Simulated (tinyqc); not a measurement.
Rise against time: self-heating of a transistor with one or more fingers, with temperature-dependent conductivity. Computed by tinyqc, a small Python program. Command: `OMP_NUM_THREADS=1 python tinyqc.py 3016381 3016382 out.jsonl selfheat walk`. One thread of a shared host (Intel(R) Xeon(R) Processor @ 2.30GHz), about 0.05 s of CPU time with the checks.

N long parallel fingers lie on the top face of a slab whose bottom is held at T_0; the top is otherwise insulated, and heat flows in two dimensions. P in W/mm is 1000 P in W/m.

Inputs (values chosen for the exercise, modelled on gallium oxide):
```
quantity                                      value           unit
conductivity at the base temperature kappa_0   22.2        W/(m K)
power per gate width P                          0.1           W/mm
fingers N                                         1              -
finger pitch s                                   32     micrometre
width of the heat source w                     0.12     micrometre
substrate thickness t                           350     micrometre
heat capacity C                                3.27  1e6 J/(m^3 K)
pulse length                                    4.1    microsecond
```

Power: power rises with temperature.

Method:
- A line source of power P on the top face raises the top at distance x by (P/(pi kappa_0)) g(x), g(x) = -ln tanh(pi x/(4 t)) (the image sum for the slab). On a strip of width w the centre sees the mean of g over the strip, g_0 = 1 + ln(8 t/(pi w)) for w much below t.
- theta_i = (P/(pi kappa_0)) [g_0 + sum over j != i of g(|i - j| s)], with equal powers and constant conductivity; thermal resistance = largest theta/P.
- After switching on, theta(tau) = (P D/kappa_0) int_0^tau X(u) Z(u) du at the hottest finger, D = kappa_0/C; X = sum over fingers at distance x of [erf((x + w/2)/r) - erf((x - w/2)/r)]/(2 w), Z = sum_(j=-200..200) (-1)^j exp(-(2 j t/r)^2)/sqrt(pi D u), r = 2 sqrt(D u); trapezoid rule on 300 points evenly spaced in ln u from u_0 = 1e-3 min(tau, w^2/D) to tau, plus the exact piece 2 sqrt(u_0/(pi D))/w below u_0. Conductivity and power are held at their base values here, and Fourier's law is used even where the diffusion length is near a phonon free path.

diffusivity D = 6.78899 micrometre^2/microsecond

theta of each finger (K): 14.2134

largest theta = 14.2134 K

Heating curve:
```
time (microsecond)  sqrt(D time) (micrometre)  rise (K)  share of the steady rise
0.018                                 0.34957    4.5426                    0.3196
0.18                                   1.1054    6.1917                    0.4356
1.8                                    3.4957    7.8423                    0.5518
18                                     11.054    9.4931                    0.6679
180                                    34.957    11.144                     0.784
900                                    78.167    12.298                    0.8652
3600                                   156.33     13.29                     0.935
11000                                  273.27    13.976                    0.9833
27000                                  428.14    14.194                    0.9987
```

What does the comparison show, and why?

Half the steady rise is reached between 0.18 and 1.8 microseconds, and the last row holds 99.9 % of it; the slowest time constant is 4 t^2/(pi^2 D) = 7310 microseconds. While the diffusion length lies between w and the pitch or thickness, the rise grows as the logarithm of time.

Extremes, crossings and ranges named in words are read from the listed rows.
